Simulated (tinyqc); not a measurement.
Q-state Potts model on a small periodic square lattice: enumeration, Metropolis, heat-bath and Wolff steps: one step, computed by the program tinyqc. Command: `OMP_NUM_THREADS=1 python tinyqc.py 3111124 3111125 out.jsonl potts walk`. One thread of a shared host (Intel(R) Xeon(R) Processor @ 2.30GHz), about 0.04 s of CPU time with the checks.

E = -J x (number of nearest-neighbour bonds with equal states); n x n sites with periodic edges have 2 n^2 bonds. Order parameter m = (q f - 1)/(q - 1), f being the largest share of one state. Sites are numbered row by row from 0. Here q = 3 and n = 3.

Problem. Eight single-site steps. Site = floor(r1 n^2). Trial state = (old + 1 + floor(r2 (q - 1))) mod q; it is accepted if r3 < min(1, exp(K db)), db the change in equal bonds.

Inputs (values chosen for the exercise, for a model of domains or grain orientations): temperature T = 787 K.

Update: Metropolis.

start states:
```
   1  2  3
1  0  1  0
2  1  2  2
3  2  1  2
```

random numbers, one row a step:
```
        1       2       3
1  0.5412  0.7128  0.2695
2  0.1110  0.9180  0.4884
3  0.5680  0.3444  0.5492
4  0.8213  0.1708  0.9355
5  0.6473  0.8652  0.2565
6  0.3123  0.2359  0.5150
7  0.1305  0.3320  0.9966
8  0.1341  0.8564  0.9219
```

K = 1.032168

Give: the table «Steps» with the columns old, trial, db, acceptance, new; states afterwards.

Solution.

Steps:
```
site  old  trial  db  acceptance  new
4       2      1   2           1    1
0       0      2   0           1    2
5       2      0   0           1    0
7       1      2   0           1    2
5       0      2   0           1    2
2       0      1   1           1    1
1       1      2   0           1    2
1       2      1   0           1    1
```

states afterwards:
```
   1  2  3
1  2  1  1
2  1  1  2
3  2  2  2
```
